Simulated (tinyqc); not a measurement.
Inside a calculation. Model: pillar capacitor in an array: capacitance, non-linearity, leakage and relaxation.

Computed by the program tinyqc: `OMP_NUM_THREADS=1 python tinyqc.py 2102126 2102127 out.jsonl`, one thread of a shared Intel Xeon 2.30GHz, about 0.01 s for the whole run. Printed values are rounded.

A film between two metal electrodes, each interface adding a series capacitance ci. The small-signal permittivity is ek (1 + aq E^2); the field is found with the linear permittivity. Leakage J = J0 sinh(E/Ef). After a voltage step the film passes a relaxation current kr C V tt^(-nr), tt being the time in seconds. The sidewall is a coaxial capacitor with radii a = dm/2 and b = dm/2 + t, depth AR dm; the end face is left out.

Parameters, values chosen for the exercise; permittivity of the order of that of tantalum oxide: relative permittivity of the film ek = 25.3; film thickness t = 4.1 nm; capacitance of each electrode interface (dead layer and screening) ci = 170 uF/cm^2; quadratic field coefficient of the permittivity aq = 0.0087 cm^2/MV^2; bias V = 1.7 V; leakage prefactor J0 = 3.9e-10 A/cm^2; field for an e-fold rise of the leakage Ef = 0.21 MV/cm; diameter of the pillar dm = 36 nm; aspect ratio, depth over diameter AR = 50; pitch of the square array pt = 64 nm; resistivity of the inner electrode rho = 420 uohm cm.

Constants: eps0 = 8.8541878128e-14 F/cm where lengths are in cm. Results are converted to the units shown.

Range of the model: The field exceeds about 2.8 MV/cm, a sizeable part of the breakdown field expected for this permittivity.

## Planar capacitance, field and non-linearity

Planar film: Cf = eps0 ek/t, 1/C = 1/Cf + 2/ci, EOT = 3.9 eps0/C, effective permittivity C t/eps0, E = (V/t) C/Cf; quadratic coefficient [C(V)/C - 1]/V^2 with Cf (1 + aq E^2) in C(V).

Cf = 5.46368 uF/cm^2
C = 5.13369 uF/cm^2
EOT = 0.672641 nm
effective permittivity = 23.7720
E = 3.89592 MV/cm
quadratic coefficient = 42592.7 ppm/V^2
J = 0.0222362 A/cm^2

The interfaces take 6.04 % of the voltage.

## Cell capacitance, fields and time constant

Per length 1/c = ln(b/a)/(2 pi eps0 ek) + (1/a + 1/b)/(2 pi ci); cell capacitance c AR dm; per footprint over pt^2; fields c V/(2 pi eps0 ek r) at r = a and b; resistance of the inner electrode rho AR dm/(pi a^2); time constant R C/3 of the distributed line.

a = 18 nm
b = 22.1 nm
cell capacitance = 11.5956 fF
capacitance per footprint = 283.095 uF/cm^2
field at a = 4.32262 MV/cm
field at b = 3.52068 MV/cm
R = 7.42723 kohm
R C/3 = 28.7077 ps

The array gives 55.1 times the planar capacitance per footprint; curvature makes the field at the inner electrode 1.11 times the planar value.
